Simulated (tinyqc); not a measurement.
Worked calculation: Pariser-Parr-Pople SCF with singles CI, for the molecule C=C1C=CC=CC=C1O (SMILES; centres numbered as the heavy atoms are written). One step of it, computed by the program tinyqc.

Task: Iteration 1: Fock matrix. F_rr = H_rr + P_rr gamma_rr / 2 + sum_(s != r) P_ss gamma_rs; F_rs = H_rs - P_rs gamma_rs / 2; E = tr P (H + F) / 2 + core repulsion sum_(r<s) z_r z_s gamma_rs.

P at the start:
```
           1C         2C         3C         4C         5C         6C         7C         8C
1C   1.283539   0.768029  -0.234665  -0.275307   0.257449   0.141625  -0.317878  -0.061703
2C   0.768029   0.987172   0.492722   0.022784  -0.133682  -0.060429   0.079922   0.367992
3C  -0.234665   0.492722   1.156360   0.694962  -0.151088  -0.218599   0.115454   0.088261
4C  -0.275307   0.022784   0.694962   0.982488   0.610045   0.024796  -0.210260  -0.060615
5C   0.257449  -0.133682  -0.151088   0.610045   1.158371   0.618384  -0.151273  -0.144006
6C   0.141625  -0.060429  -0.218599   0.024796   0.618384   0.982302   0.684638   0.023214
7C  -0.317878   0.079922   0.115454  -0.210260  -0.151273   0.684638   1.156790   0.509987
8C  -0.061703   0.367992   0.088261  -0.060615  -0.144006   0.023214   0.509987   0.986335
9O  -0.087661  -0.057830  -0.320942   0.140552   0.264132  -0.275520  -0.242374   0.753499

           9O
1C  -0.087661
2C  -0.057830
3C  -0.320942
4C   0.140552
5C   0.264132
6C  -0.275520
7C  -0.242374
8C   0.753499
9O   1.306643
```

core matrix H (eV):
```
            1C          2C          3C          4C          5C          6C          7C          8C
1C  -53.247708   -2.390000    0.000000    0.000000    0.000000    0.000000    0.000000    0.000000
2C   -2.390000  -63.832229   -2.390000    0.000000    0.000000    0.000000    0.000000   -2.390000
3C    0.000000   -2.390000  -57.754450   -2.390000    0.000000    0.000000    0.000000    0.000000
4C    0.000000    0.000000   -2.390000  -54.801960   -2.390000    0.000000    0.000000    0.000000
5C    0.000000    0.000000    0.000000   -2.390000  -54.203202   -2.390000    0.000000    0.000000
6C    0.000000    0.000000    0.000000    0.000000   -2.390000  -55.487321   -2.390000    0.000000
7C    0.000000    0.000000    0.000000    0.000000    0.000000   -2.390000  -59.931067   -2.390000
8C    0.000000   -2.390000    0.000000    0.000000    0.000000    0.000000   -2.390000  -67.624881
9O    0.000000    0.000000    0.000000    0.000000    0.000000    0.000000    0.000000   -2.240000

            9O
1C    0.000000
2C    0.000000
3C    0.000000
4C    0.000000
5C    0.000000
6C    0.000000
7C    0.000000
8C   -2.240000
9O  -72.083941
```

repulsion gamma_rs (eV):
```
           1C         2C         3C         4C         5C         6C         7C         8C
1C  11.130000   7.552726   5.331254   3.654945   3.061515   3.062070   3.655277   5.331545
2C   7.552726  11.130000   7.554938   5.079867   4.233299   4.234084   5.079247   7.553862
3C   5.331254   7.554938  11.130000   7.553271   5.078081   4.233612   4.233148   5.079247
4C   3.654945   5.079867   7.553271  11.130000   7.554085   5.080158   4.233612   4.234084
5C   3.061515   4.233299   5.078081   7.554085  11.130000   7.554085   5.078081   4.233299
6C   3.062070   4.234084   4.233612   5.080158   7.554085  11.130000   7.553271   5.079867
7C   3.655277   5.079247   4.233148   4.233612   5.078081   7.553271  11.130000   7.554938
8C   5.331545   7.553862   5.079247   4.234084   4.233299   5.079867   7.554938  11.130000
9O   5.219188   5.692102   3.765450   3.125969   3.125378   3.765087   5.691747   8.699019

           9O
1C   5.219188
2C   5.692102
3C   3.765450
4C   3.125969
5C   3.125378
6C   3.765087
7C   5.691747
8C   8.699019
9O  21.500000
```

Centres (angstrom, eV; a flat drawing with bonds scaled to 1.40 angstrom):
```
centre          x          y  core charge z          W   gamma_rr
1C      -2.112000  -1.307000              1  11.160000  11.130000
2C      -0.850000  -0.700000              1  11.160000  11.130000
3C       0.244000  -1.573000              1  11.160000  11.130000
4C       1.609000  -1.261000              1  11.160000  11.130000
5C       2.217000   0.000000              1  11.160000  11.130000
6C       1.609000   1.261000              1  11.160000  11.130000
7C       0.244000   1.573000              1  11.160000  11.130000
8C      -0.850000   0.700000              1  11.160000  11.130000
9O      -2.112000   1.307000              2  33.000000  21.500000
```

Give: F; pi energy.

Result:

F (eV):
```
         1C       2C       3C       4C       5C       6C       7C       8C
1C  -6.0322  -5.2904   0.6255   0.5031  -0.3941  -0.2168   0.5810   0.1645
2C  -5.2904  -5.0906  -4.2512  -0.0579   0.2830   0.1279  -0.2030  -3.7799
3C   0.6255  -4.2512  -4.7296  -5.0146   0.3836   0.4627  -0.2444  -0.2241
4C   0.5031  -0.0579  -5.0146  -3.9953  -4.6942  -0.0630   0.4451   0.1283
5C  -0.3941   0.2830   0.3836  -4.6942  -4.8005  -4.7257   0.3841   0.3048
6C  -0.2168   0.1279   0.4627  -0.0630  -4.7257  -4.6059  -4.9756  -0.0590
7C   0.5810  -0.2030  -0.2444   0.4451   0.3841  -4.9756  -6.5426  -4.3165
8C   0.1645  -3.7799  -0.2241   0.1283   0.3048  -0.0590  -4.3165  -7.8027
9O   0.2288   0.1646   0.6042  -0.2197  -0.4128   0.5187   0.6898  -5.5174

          9O
1C    0.2288
2C    0.1646
3C    0.6042
4C   -0.2197
5C   -0.4128
6C    0.5187
7C    0.6898
8C   -5.5174
9O  -15.8109
```

pi energy = -147.3276 eV
